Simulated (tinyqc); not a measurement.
## Charge centroid from charge and shift

Problem. A sheet of N electrons in the storage layer of a charge-trap cell shifts the threshold by U = (q/eps0) N (tb/eb + xc tn/en). Find xc and the distance xc tn from the blocking layer.

Inputs (values chosen for the exercise): storage layer tn = 8 nm; its relative permittivity en = 7.1; blocking layer tb = 12.7 nm; its relative permittivity eb = 9.

Constants: q = 1.602176634e-19 C, eps0 = 8.8541878128e-14 F/cm where lengths are in cm. Results are converted to the units shown.

N = 4.8e12 cm^-2
U = 1.6562564 V

Solution. U eps0/(q N) is the electrical distance from the gate; subtract that of the blocking layer.

xc = 0.440
distance = 3.52 nm

Program tinyqc, `OMP_NUM_THREADS=1 python tinyqc.py 2130033 2130034 out.jsonl`; Intel Xeon 2.30GHz, shared host, one thread, about 0.07 s.
